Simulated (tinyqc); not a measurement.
As the film thickens, and with more bath resistance: electroplating on a thin resistive seed layer: kinetics, Wagner number and the terminal effect across a wafer. Computed by tinyqc, a small Python program. Command: `OMP_NUM_THREADS=1 python tinyqc.py 3120263 3120264 out.jsonl terminal walk`. One thread of a shared host (Intel(R) Xeon(R) Processor @ 2.30GHz), about 0.02 s of CPU time with the checks.

Current enters the seed at the rim. The bath is treated as a local resistance per area (no lateral flow in the liquid), two electrons per ion, molar volume 7.11 cm^3/mol, Faraday constant F = e N_A, kinematic viscosity 0.01 cm^2/s, omega = 2 pi x rpm/60; k_B T/e is in volts.

Inputs (values chosen for the exercise, of the order of those for copper plating from an acid sulfate bath):

| quantity | value | unit |
|---|---|---|
| wafer radius R | 7.5 | cm |
| seed thickness t | 8.9 | nm |
| seed resistivity | 24 | microohm cm |
| bath conductivity kappa | 0.097 | S/cm |
| gap to the anode h | 2 | cm |
| extra resistance of a porous plate | 290 | ohm cm^2 |
| exchange current density i_0 | 0.55 | mA/cm^2 |
| cathodic transfer coefficient alpha | 0.7 | - |
| mean current density | 13 | mA/cm^2 |
| diffusivity of the metal ion | 5.2e-06 | cm^2/s |
| metal ion concentration | 0.44 | mol/L |
| rotation rate | 30 | rpm |
| temperature T | 298 | K |

Constants: e = 1.602176634e-19 C; N_A = 6.02214076e+23 1/mol; k_B = 8.617333262e-05 eV/K.

Method:
- Growth rate = i V_m/(2 F). Levich limit i_L = 0.62 x 2 F D^(2/3) omega^(1/2) nu^(-1/6) c. Tafel overpotential eta = (k_B T/(alpha e)) ln(i/i_0); kinetic resistance k_B T/(alpha e i); bath resistance h/kappa + plate; R_s = resistivity/t; Wagner number = kinetic resistance x kappa/R.
- Full model: seed potential phi(r) with (1/r)(r phi')' = R_s i, where i solves phi = R_b i + (k_B T/(alpha e)) ln(i/i_0) (phi being the driving voltage left at r); phi'(0) = 0 and phi'(R) = R_s i_mean R/2. Solved by collocation to a tolerance of 1e-7.
- The film is taken as uniform, with the seed resistivity; the last column adds 100 ohm cm^2 to R_b. Extra power of that plate = i^2 x 100 ohm cm^2 x area.

sheet resistance R_s = 26.9663 ohm/square

bath resistance R_b = 310.619 ohm cm^2

Edge over centre:

| thickness (nm) | R_s (ohm/square) | as given | with 100 ohm cm^2 more |
|---|---|---|---|
| 8.90 | 26.966 | 2.6268 | 2.1496 |
| 13.35 | 17.978 | 1.9840 | 1.7114 |
| 17.80 | 13.483 | 1.7026 | 1.5139 |
| 26.70 | 8.989 | 1.4457 | 1.3299 |
| 44.50 | 5.393 | 1.2570 | 1.1920 |
| 89.00 | 2.697 | 1.1247 | 1.0938 |
| 178.00 | 1.348 | 1.0614 | 1.0464 |

extra power = 2.9865 W

What does the comparison show, and why?

The ratio falls below 1.1 from 178 nm on as given, and from 89.0 nm on with the added resistance: what counts is R_s R^2 against the sum of kinetic and bath resistance.
